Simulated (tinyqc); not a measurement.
WKB tunnelling through a gate dielectric with a two-band (Franz) dispersion: one step. The integrals in closed form. Four cases, with inputs chosen for the exercise.

Task: Parabolic: (2/3) sqrt(m/c) (t/V) (phi^(3/2) - u_e^(3/2)). Franz: sqrt(m/c) Eg^(3/2) (t/V) (f(phi/Eg) - f(u_e/Eg)) with f(y) = ((2y - 1) sqrt(y (1 - y)) + arcsin(sqrt y))/4. u_e = max(phi - V, 0). T = exp(-2 I).

At depth x the conduction edge lies u(x) = phi - V x/t above the electron. Parabolic: kappa = sqrt(m u/c). Franz: kappa = sqrt(m u (1 - u/Eg)/c), which vanishes at both band edges. c = hbar^2/2m0. T = exp(-2 integral of kappa dx) over the region u > 0; no image force, no prefactor, zero transverse momentum. The region ends at x_e = min(t, phi t/V); x_e < t is the Fowler-Nordheim regime.

Constants: hbar^2/2m0 = 3.80998211 eV angstrom^2.

Give: integral of kappa dx; T.

Case 1.

Values chosen (of the size used for HfO2 on silicon; shifted at random, so the results belong to these values and not to a real crystal): Eg = 5.63 eV (gap of the dielectric); phi = 1.55 eV (barrier above the electron energy at the emitter); m = 0.23 m0 (mass at the conduction edge); t = 29 angstrom (thickness); V = 2 V (voltage across the layer).

Result:

integral of kappa dx: parabolic 4.5833, Franz 4.1838

T: parabolic 0.000104, Franz 0.000232

The two-band dispersion raises T by a factor 2.22.

Case 2.

Values chosen (of the size used for SiO2 on silicon; shifted at random, so the results belong to these values and not to a real crystal): Eg = 8.57 eV (gap of the dielectric); phi = 3.08 eV (barrier above the electron energy at the emitter); m = 0.55 m0 (mass at the conduction edge); t = 37 angstrom (thickness); V = 2.8 V (voltage across the layer).

Result:

integral of kappa dx: parabolic 17.5966, Franz 15.5040

T: parabolic 5.20e-16, Franz 3.42e-14

The two-band dispersion raises T by a factor 65.7.

Case 3.

Values chosen (of the size used for SiO2 on silicon; shifted at random, so the results belong to these values and not to a real crystal): Eg = 8.82 eV (gap of the dielectric); phi = 3.29 eV (barrier above the electron energy at the emitter); m = 0.5 m0 (mass at the conduction edge); t = 9 angstrom (thickness); V = 1.7 V (voltage across the layer).

Result:

integral of kappa dx: parabolic 5.0665, Franz 4.2889

T: parabolic 3.97e-05, Franz 0.000188

The two-band dispersion raises T by a factor 4.74.

Case 4.

Values chosen (of the size used for La2O3 on silicon; shifted at random, so the results belong to these values and not to a real crystal): Eg = 5.98 eV (gap of the dielectric); phi = 2.33 eV (barrier above the electron energy at the emitter); m = 0.26 m0 (mass at the conduction edge); t = 59 angstrom (thickness); V = 3.4 V (voltage across the layer).

Result:

integral of kappa dx: parabolic 10.7483, Franz 9.3878

T: parabolic 4.61e-10, Franz 7.01e-09

The two-band dispersion raises T by a factor 15.2.

Computed by tinyqc, one run a case: `OMP_NUM_THREADS=1 python tinyqc.py N N+1 out.jsonl` with N = 1480031, 1480066, 1480213, 1480226; one thread of a shared Intel(R) Xeon(R) Processor @ 2.30GHz, about 0.01 s a run at most.
